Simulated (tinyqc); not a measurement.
Inside a calculation. Model: hexagonal on-chip spiral inductor, lumped pi model.

Computed by the program tinyqc: `OMP_NUM_THREADS=1 python tinyqc.py 2302074 2302075 out.jsonl`, one thread of a shared Intel Xeon 2.30GHz, about 0.01 s for the whole run. Printed values are rounded.

Outer diameter do = di + 2 n wd + 2 (n - 1) sp, mean da = (do + di)/2, fill p = (do - di)/(do + di), length l = 3.464 n da. L = 2.33 mu0 n^2 da/(1 + 3.82 p), mu0 = 4 pi 1e-7 H/m. Rs = rho l/(wd delta (1 - exp(-th/delta))), delta = sqrt(rho/(pi f mu0)). Cs = n wd^2 eps0 eo/hu across the coil. At each end Cox = l wd eps0 eo/(2 ho) leads to the substrate branch Rsi = 2 rs he/(l wd) in parallel with Csi = l wd eps0 11.7/(2 he). With one end grounded Y = 1/(Rs + i w L) + i w Cs + 1/[1/(i w Cox) + 1/(1/Rsi + i w Csi)], w = 2 pi f; Q = -Im Y/Re Y. Eddy currents in neighbouring turns and in the substrate are left out.

Inputs (values chosen for the exercise); values of the order met in silicon radio-frequency processes:
- n = 1.5 (number of turns)
- wd = 15 um (line width)
- sp = 3 um (space between turns)
- di = 40 um (inner diameter)
- th = 2 um (metal thickness)
- rho = 3 uohm cm (metal resistivity)
- ho = 9.5 um (oxide below the coil)
- hu = 0.9 um (oxide between coil and underpass)
- eo = 4.1 (relative permittivity of the oxide)
- rs = 100 ohm cm (substrate resistivity)
- he = 50 um (effective spreading depth in the substrate)
- f = 3.1 GHz (frequency)

Constants: eps0 = 8.8541878128e-12 F/m. Results are converted to the units shown.

## Geometry and model elements

do, l, L, delta, Rs, Cs, Cox, Rsi and Csi as defined.

do = 88 um
l = 332.544 um
L = 0.173331 nH
delta = 1.56567 um
Rs = 0.588977 ohm
Cs = 13.6133 fF
Cox = 9.53058 fF
Rsi = 20047.5 ohm
Csi = 5.16743 fF

Rs is 1.77 times the direct-current value in this empirical form, which overstates the skin effect of a flat slab when delta is near th and so stands in for some current crowding.

## Admittance, quality factor and apparent inductance

Series branch 1/(Rs + i w L), substrate branch, total Y, Q = -Im Y/Re Y, apparent inductance Im(1/Y)/w, metal-only value w L/Rs, share of the loss in the substrate Re(substrate branch)/Re Y.

series branch = 50.147-287.450i mS
substrate branch = 0.0203551+0.0688111i mS
Y = 50.167-287.116i mS
Q = 5.72318
apparent inductance = 0.173516 nH
w L/Rs = 5.73216
share of the loss in the substrate = 0.0405745 %

Q is 99.8 % of the metal-only value.
